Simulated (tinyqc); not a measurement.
BCS gap equation with a constant attraction inside the Debye window. Inputs raised by 5 %, one at a time. Computed by tinyqc, a small Python program. Command: `OMP_NUM_THREADS=1 python tinyqc.py 3026754 3026755 out.jsonl bcs sens`. One thread of a shared host (Intel(R) Xeon(R) Processor @ 2.30GHz), about 0.02 s of CPU time with the checks.

Pairs attract with strength V for |xi| < k_B Theta; N(0) is the density of states for one spin. Energies are given as temperatures (E/k_B, in K) unless marked.

Inputs (values chosen for the exercise, modelled on tin):
```
quantity,value,unit
coupling N(0)V,0.245,-
Debye temperature Theta,194,K
temperature T,3.38,K
Fermi velocity v_F,2e+06,m/s
electron density n,15.4,1e28/m^3
mean free path l,11,nm
junction resistance R_n,0.27,kilo-ohm
```

Solver: bisection.

Constants: k_B = 8.617333262e-05 eV/K; hbar = 1.054571817e-34 J s; k_B = 1.380649e-23 J/K; m_0 = 9.1093837015e-31 kg; eps_0 = 8.8541878128e-12 F/m; c = 299792458 m/s; e = 1.602176634e-19 C; h = 6.62607015e-34 J s.

Method:
- At T = 0 the gap equation 1/(N(0)V) = int_0^Theta d xi/sqrt(xi^2 + Delta^2) has the integral arcsinh(Theta/Delta), so Delta_0 = Theta/sinh(1/(N(0)V)); weak coupling gives 2 Theta exp(-1/(N(0)V)).
- Gap equation: 1/(N(0)V) = I(Delta, T) = int_0^Theta tanh(E/2T)/E d xi, E = sqrt(xi^2 + Delta^2); 64 Gauss-Legendre points in y with xi = max(Delta, T) sinh(y).
- Residual r = N(0)V I - 1, with Delta_0 = Theta/sinh(1/(N(0)V)). Bisection between 0 and Delta_0. Stop when |r| < 1e-9 or after 40 steps.
- xi_0 = hbar v_F/(pi Delta_0); lambda_L = sqrt(m_0 eps_0 c^2/(n e^2)); N(0) = 3 n/(2 m_0 v_F^2) for one spin; condensation energy N(0) Delta_0^2/2 = B_c^2/(2 mu_0), mu_0 = 1/(eps_0 c^2); with scattering lambda = lambda_L sqrt(1 + xi_0/l) in the local limit (where xi_0 and l both exceed lambda, nonlocal response makes the true depth larger); Ginzburg-Landau kappa = 0.96 lambda_L/xi_0 + 0.72 lambda_L/l. Free-electron mass throughout; heavier carriers, as in niobium or vanadium, give a larger lambda_L and kappa and can make the metal type II.
- Ambegaokar-Baratoff: I_c R_n = (pi Delta/(2e)) tanh(Delta/2T); Josephson energy E_J = hbar I_c/(2e), given as E_J/h; inductance hbar/(2 e I_c); thermal quasiparticle fraction x = n_qp/(2 N(0) Delta) = sqrt(2 pi T/Delta) exp(-Delta/T), valid for T well below Delta.

Runs:
```
input moved,from,to,Delta(T) (K),critical field B_c(0) (mT),Ginzburg-Landau kappa,critical current I_c (nA)
base run,-,-,3.281,25.53,0.9039,741
coupling N(0)V,0.245,0.25725,6.180,31.01,0.9076,2240
Debye temperature Theta (K),194,203.7,4.116,26.81,0.9047,1121
temperature T (K),3.38,3.549,2.348,25.53,0.9039,376
Fermi velocity v_F (m/s),2000000,2100000,3.281,24.31,0.9030,741
electron density n (1e28/m^3),15.4,16.17,3.281,26.16,0.8821,741
mean free path l (nm),11,11.55,3.281,25.53,0.8617,741
junction resistance R_n (kilo-ohm),0.27,0.2835,3.281,25.53,0.9039,706
```

Exponents ln(y'/y) / ln(x'/x):
```
input,Delta(T),critical field B_c(0),Ginzburg-Landau kappa,critical current I_c
coupling N(0)V,12.977,3.986,0.085,22.675
Debye temperature Theta,4.645,1.000,0.020,8.482
temperature T,-6.855,0.000,0.000,-13.913
Fermi velocity v_F,0.000,-1.000,-0.019,0.000
electron density n,0.000,0.500,-0.500,0.000
mean free path l,0.000,0.000,-0.980,0.000
junction resistance R_n,0.000,0.000,0.000,-1.000
```

Among the inputs moved here: Delta(T) answers most in size to coupling N(0)V (exponent +12.977), next to temperature T (-6.855); its exponent is below 0.0005 for Fermi velocity v_F, electron density n, mean free path l, junction resistance R_n. Critical field B_c(0) answers most in size to coupling N(0)V (exponent +3.986), next to Debye temperature Theta (+1.000); its exponent is below 0.0005 for temperature T, mean free path l, junction resistance R_n. Ginzburg-Landau kappa answers most in size to mean free path l (exponent -0.980), next to electron density n (-0.500); its exponent is below 0.0005 for temperature T, junction resistance R_n. Its exponent -0.980 in mean free path l: the dirty limit. Critical current I_c answers most in size to coupling N(0)V (exponent +22.675), next to temperature T (-13.913); its exponent is below 0.0005 for Fermi velocity v_F, electron density n, mean free path l. Its exponent -1.000 in junction resistance R_n: I_c R_n is fixed by the gap.

Caution (all rows): T is not small against Delta, so the quasiparticle formula is only a rough guide.
